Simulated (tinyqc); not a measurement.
From results back to parameters: localisation in a chain with random site energies (transfer matrices). Two cases, with inputs chosen for the exercise.

Problem. In the localised range mean ln T = c - 2N/xi, xi being the localisation length in sites, and site energies spread evenly over a width W give xi = 24 (4t^2 - E^2)/W^2 for weak disorder. The two means come from a hidden xi.

Case 1.

Values chosen: t = 1.62 eV (hopping); E = -0.71 eV (energy); N1 = 56 (first length); N2 = 141 (second length).

mean ln T: N1 -11.22667, N2 -27.41714

Case 2.

Values chosen: t = 1.17 eV (hopping); E = -1.01 eV (energy); N1 = 47 (first length); N2 = 224 (second length).

mean ln T: N1 -9.28792, N2 -42.68415

Find: xi; W.

Solution. The slope gives xi = 2 (N2 - N1)/(difference of the means), and W = sqrt(24 (4t^2 - E^2)/xi).

Case 1.

xi = 10.5 sites
W = 4.78 eV

Case 2.

xi = 10.6 sites
W = 3.18 eV

Computed by tinyqc, one run a case: `OMP_NUM_THREADS=1 python tinyqc.py N N+1 out.jsonl` with N = 1482560, 1482579; one thread of a shared Intel(R) Xeon(R) Processor @ 2.30GHz, about 0.09 s a run at most.
